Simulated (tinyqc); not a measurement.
Shockley-Read-Hall recombination through one deep level: sweeps and comparisons. A value that a table varies takes the place of the one given here.

One level at Et with degeneracy 1: tn = 1/(sn vth Nt), tp = 1/(sp_ vth Nt), n1 = Nc exp((Et - Eg)/kT), p1 = Nv exp(-Et/kT), ni^2 = n1 p1. Equilibrium n0 = Nm, p0 = ni^2/Nm; n = n0 + dn, p = p0 + dn. U = (n p - ni^2)/(tp (n + n1) + tn (p + p1)), lifetime dn/U; emission rates en = sn vth n1, ep = sp_ vth p1.

Constants: kB = 8.617333262e-05 eV/K.

Parameters, chosen for this exercise (gap and densities of states near those of Si at this temperature; shifted at random, so the results belong to these values and not to a real crystal): E1 = 0.414 eV (level (+1/0) above Ev); E2 = 0.917 eV (level (0/-1) above Ev); gm = 1 (degeneracy of the middle state, the others 1); T = 250 K; Eg = 1.127 eV (gap); Nc = 2.16e+19 1/cm^3 (conduction-band density of states); Nv = 8.62e+18 1/cm^3 (valence-band density of states); Nd = 9.2e+13 1/cm^3 (ionised shallow donors minus acceptors); Et = 0.414 eV (recombination level above Ev); Nt = 4.4e+14 1/cm^3 (defects); sn = 3.1e-14 cm^2 (electron capture cross-section); sp_ = 1.8e-14 cm^2 (hole capture cross-section); vth = 26000000 cm/s (thermal velocity, both carriers); Nm = 4.6e+15 1/cm^3 (equilibrium electrons for the lifetime steps); dn = 8.1e+13 1/cm^3 (excess pairs).

## Charge state against the Fermi level (deep level with several charge states)

Energies from Ev. The defect has charge states +1, 0, -1 with weights 1, gm exp((EF - E1)/kT), exp((2 EF - E1 - E2)/kT); the shares are the weights over their sum. Boltzmann carriers: n = Nc exp((EF - Eg)/kT), p = Nv exp(-EF/kT). Neutrality: p - n + Nd + Nt <q> = 0.

Shares:
```
EF (eV),+1,0,-1,<q>
0.068,1.000,0.000,0.000,1.000
0.158,1.000,0.000,0.000,1.000
0.248,1.000,0.000,0.000,1.000
0.338,0.971,0.029,0.000,0.971
0.428,0.343,0.657,0.000,0.343
0.518,0.008,0.992,0.000,0.008
0.609,0.000,1.000,0.000,0.000
0.699,0.000,1.000,0.000,0.000
0.789,0.000,0.997,0.003,-0.003
0.879,0.000,0.854,0.146,-0.146
0.969,0.000,0.082,0.918,-0.918
1.059,0.000,0.001,0.999,-0.999
```

Where the levels are several kT apart the middle state rules between about E1 - kT ln gm = 0.414 and E2 + kT ln gm = 0.917 eV; its largest share listed is 1.000. Each step spreads from 10 % to 90 % over 4.4 kT = 0.095 eV.

## Defects against doping (deep level with several charge states)

Nt takes the listed multiples of |Nd|; the resistivity uses mobilities of 1000 (electrons) and 300 (holes) cm^2/(V s), chosen for the exercise, and e = 1.602176634e-19 C.

Neutral state:
```
Nt/|Nd|,EF (eV),n (1/cm^3),p (1/cm^3),rho (ohm cm)
0.01,0.8606,9.19e+13,38.6,67.9
0.10,0.8604,9.14e+13,38.9,68.3
0.30,0.8602,9.02e+13,39.4,69.2
0.60,0.8597,8.84e+13,40.2,70.6
0.90,0.8593,8.67e+13,41.0,72.0
1.10,0.8590,8.56e+13,41.5,72.9
1.50,0.8585,8.34e+13,42.6,74.8
3.00,0.8565,7.63e+13,46.6,81.8
10.00,0.8492,5.41e+13,65.6,115
```

EF goes from 0.861 to 0.849 eV and the resistivity from 67.9 to 115 ohm cm, with a largest value of 115. The largest move of EF, -0.007 eV, comes between Nt/|Nd| = 3 and 10; the levels lie at 0.414 and 0.917 eV. A defect can take up to one carrier of either sign, so the doping can be cancelled no earlier than Nt = |Nd|, there only if EF lies well beyond the level that takes the carriers and otherwise at larger Nt (mean charge -0.04 in the last row).

## Lifetime against injection

Recombination:
```
dn (1/cm^3),lifetime (microsecond),U (1/(cm^3 s))
1.0e+11,0.004856,2.06e+19
1.0e+12,0.004857,2.06e+20
1.0e+13,0.004862,2.06e+21
1.0e+14,0.004916,2.03e+22
1.0e+15,0.005360,1.87e+23
1.0e+16,0.006788,1.47e+24
1.0e+17,0.007552,1.32e+25
1.0e+18,0.007663,1.30e+26
```

The lifetime rises from 0.004856 to 0.007663 microsecond; tn + tp = 0.007676. At low injection it is tp (1 + n1/n0) + tn p1/n0 with n1/Nm = 2e-11 and p1/Nm = 8.5e-06: re-emission is negligible, so minority capture alone counts. Auger and radiative paths are left out; they cut in at the highest injections, and in a doped direct-gap crystal the radiative one counts at all injections. dn = dp neglects trapped charge, which matters where the traps hold a charge comparable with dn, at low injection and with very unequal cross sections.

## Where a level does most harm

Et takes the values listed; G = Nt en ep/(en + ep) in a depleted region; the lifetime is for dn = 1e11 1/cm^3.

Results:
```
Et (eV),lifetime (microsecond),G (1/(cm^3 s))
0.068,0.230,3.43e+06
0.158,0.00831,2.24e+08
0.248,0.00491,1.46e+10
0.338,0.00486,9.52e+11
0.428,0.00486,6.21e+13
0.518,0.00486,3.81e+15
0.609,0.00486,9.35e+14
0.699,0.00486,1.44e+13
0.789,0.00486,2.21e+11
0.879,0.00508,3.38e+09
0.969,0.0197,5.19e+07
1.059,0.976,7.96e+05
```

Generation peaks where en = ep, at Eg/2 + (kT/2) ln(sp_ Nv/(sn Nc)) = 0.548 eV; the largest value listed is at 0.518 eV, and G falls by a decade for each 0.050 eV away from the peak. The lifetime is within a factor 2 of its minimum, 0.00486 microsecond, from 0.158 to 0.879 eV: recombination tolerates a wide range of Et, generation a narrow one.

## What moves lifetime and leakage

G = Nt en ep/(en + ep). Each row changes one parameter from the base and keeps the others.

Results:
```
case,lifetime (microsecond),G (1/(cm^3 s))
base,0.004905,3.24e+13
Et = 0.454 eV,0.004905,2.08e+14
sn = 6.2e-14 cm^2,0.004881,6.48e+13
sp_ = 3.6e-14 cm^2,0.002477,3.24e+13
Nt = 2.2e+14 1/cm^3,0.009810,1.62e+13
Nm = 1.38e+16 1/cm^3,0.004873,3.24e+13
dn = 2.43e+14 1/cm^3,0.004998,3.24e+13
```

The largest shifts from the base row, up to three for each result and ties (the steps differ in size, so this ranks the rows, not the parameters). lifetime (microsecond): Nt +0.00491, sp_ -0.00243, dn +9.27e-05; unchanged at the printed digits by Et. G (1/(cm^3 s)): Et +1.75e+14, sn +3.24e+13, Nt -1.62e+13; unchanged at the printed digits by sp_, Nm and dn.

Program tinyqc; command `OMP_NUM_THREADS=1 python tinyqc.py 1681710 1681711 out.jsonl`; about 0.01 s on one thread of a shared Intel(R) Xeon(R) Processor @ 2.30GHz.
